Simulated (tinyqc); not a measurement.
# Pull-up strength from the switching point

Problem. Transistor (EKV form, voltages against the body): I = 2 n b Vt^2 [F(vp - Vs) - F(vp - Vd)] from drain to source, F(v) = ln^2(1 + exp(v/(2 Vt))), vp = (Vg - VT + sg |Vd - Vs|)/n. n-channel bodies are at 0; for the p-channel device all voltages are counted down from Vdd. b in uA/V^2 gives I in uA. In an inverter In(Vg = Vd = VM) equals Ip at the switching point VM. Find bp and the current there.

Values chosen for this exercise:
- T = 300 K (temperature)
- Vdd = 1.2 V (supply voltage)
- n = 1.21 (slope factor)
- sg = 0.089 (drain-induced barrier lowering)
- VTn = 0.39 V (n-channel threshold)
- VTp = 0.3 V (p-channel threshold (magnitude))
- bn = 780 uA/V^2 (gain factor of the pull-down transistor)

Constants: q = 1.602176634e-19 C, kB = 1.380649e-23 J/K, Vt = kB T/q. Results are converted to the units shown.

VM = 0.641322292 V

Solution. Ip is proportional to bp, so bp is In(VM) over the p-channel current for unit b.

bp = 780 uA/V^2
current at VM = 30.7 uA

Program tinyqc, `OMP_NUM_THREADS=1 python tinyqc.py 2340112 2340113 out.jsonl`; Intel Xeon 2.30GHz, shared host, one thread, about 0.05 s.
